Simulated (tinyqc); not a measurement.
Changing the mean current density: electroplating on a thin resistive seed layer: kinetics, Wagner number and the terminal effect across a wafer. Computed by tinyqc, a small Python program. Command: `OMP_NUM_THREADS=1 python tinyqc.py 3120842 3120843 out.jsonl terminal sweep`. One thread of a shared host (Intel(R) Xeon(R) Processor @ 2.30GHz), about 0.05 s of CPU time with the checks.

Current enters the seed at the rim. The bath is treated as a local resistance per area (no lateral flow in the liquid), two electrons per ion, molar volume 7.11 cm^3/mol, Faraday constant F = e N_A, kinematic viscosity 0.01 cm^2/s, omega = 2 pi x rpm/60; k_B T/e is in volts.

Inputs (values chosen for the exercise, of the order of those for copper plating from an acid sulfate bath): wafer radius R = 7.5 cm; seed thickness t = 39 nm; seed resistivity = 20 microohm cm; bath conductivity kappa = 0.1 S/cm; gap to the anode h = 10 cm; extra resistance of a porous plate = 0 ohm cm^2; exchange current density i_0 = 0.03 mA/cm^2; cathodic transfer coefficient alpha = 0.33; diffusivity of the metal ion = 6.7e-06 cm^2/s; metal ion concentration = 0.49 mol/L; rotation rate = 100 rpm; temperature T = 298 K.

Constants: e = 1.602176634e-19 C; N_A = 6.02214076e+23 1/mol; k_B = 8.617333262e-05 eV/K.

Method:
- Growth rate = i V_m/(2 F). Levich limit i_L = 0.62 x 2 F D^(2/3) omega^(1/2) nu^(-1/6) c. Tafel overpotential eta = (k_B T/(alpha e)) ln(i/i_0); kinetic resistance k_B T/(alpha e i); bath resistance h/kappa + plate; R_s = resistivity/t; Wagner number = kinetic resistance x kappa/R.
- Linearised: with R_t = kinetic + bath resistance the current density obeys (1/r)(r i')' = i R_s/R_t, so i = A I_0(r/l), l = sqrt(R_t/R_s); with x = R/l, edge/centre = I_0(x) and edge/mean = x I_0(x)/(2 I_1(x)).
- Voltage drop in the seed for a uniform current: i R_s R^2/4.
- Full model: seed potential phi(r) with (1/r)(r phi')' = R_s i, where i solves phi = R_b i + (k_B T/(alpha e)) ln(i/i_0) (phi being the driving voltage left at r); phi'(0) = 0 and phi'(R) = R_s i_mean R/2. Solved by collocation to a tolerance of 1e-7.

One run for each value; columns: (1) mean current density (mA/cm^2); (2) edge over centre, full model; (3) kinetic resistance (ohm cm^2); (4) growth rate (nm/min); (5) drop for uniform current (mV):
```
(1)       (2)     (3)     (4)     (5)
0.50   1.3018  155.63    11.1    36.1
0.99   1.4442   78.60    21.9    71.4
2.00   1.5870   38.91    44.2   144.2
3.90   1.6941   19.95    86.2   281.2
7.70   1.7675   10.11   170.2   555.3
15.00  1.8106    5.19   331.6  1081.7
30.00  1.8355    2.59   663.2  2163.5
60.00  1.8486    1.30  1326.4  4326.9
```

What does the table show?

Over the rows, edge over centre, full model rises from 1.30 to 1.85 (exponent d ln y / d ln x 0.15 between the first rows and 0.010 between the last); kinetic resistance (ohm cm^2) falls from 156 to 1.30 (exponent d ln y / d ln x about -1.0 throughout); growth rate (nm/min) rises from 11.1 to 1330 (exponent d ln y / d ln x about 1.0 throughout).

Caution (rows 60.0): the mean current exceeds 0.3 i_L, so depletion of metal ions, left out of the distribution, matters. Caution (rows 60.0): at the rim the current nears the limiting value, which would flatten the real profile.
